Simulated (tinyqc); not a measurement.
Energy against coordination: Gupta-type many-body potential for a metal. Computed by tinyqc, a small Python program. Command: `OMP_NUM_THREADS=1 python tinyqc.py 3016125 3016126 out.jsonl gupta walk`. One thread of a shared host (Intel(R) Xeon(R) Processor @ 2.30GHz), about 0.01 s of CPU time with the checks.

E_i = sum_j A exp(-p (r_ij/r0 - 1)) - xi rho_i^gamma, with rho_i = sum_j exp(-2 q (r_ij/r0 - 1)); gamma = 1/2 is the tight-binding second-moment form. The crystal is fcc unless stated; d is the neighbour distance and a fixed number of shells is kept.

Inputs (values chosen for the exercise, modelled on aluminium): repulsion A = 0.117 eV; hopping xi = 1.29 eV; decay p = 8.53; decay q = 2.53; reference distance r0 = 2.864 angstrom; embedding exponent gamma = 0.5.

Method. Nearest neighbours only, z equal bonds relaxed to their best length: r/r0 = 1 + ln[A p z^(1 - gamma)/(2 q gamma xi)]/(p - 2 q gamma), E = z A exp(-p (r/r0 - 1)) - xi [z exp(-2 q (r/r0 - 1))]^gamma.

Relaxed bonds:
```
z   r (angstrom)  E per atom (eV)  E/z (eV)
1         2.2984          -1.4954   -1.4954
2         2.4639          -1.8273   -0.9137
3         2.5606          -2.0547   -0.6849
4         2.6293          -2.2329   -0.5582
6         2.7261          -2.5107   -0.4184
8         2.7947          -2.7284   -0.3411
9         2.8228          -2.8230   -0.3137
12        2.8915          -3.0679   -0.2557
```

What does the comparison show, and why?

Bonds lengthen from 2.298 to 2.891 angstrom between z = 1 and 12, and |E| grows as z^0.289, the exponent gamma (p - 2q)/(p - 2 q gamma) = 0.289; pair bonds would give z^1 at a fixed length.

Extremes, crossings and ranges named in words are read from the listed rows.
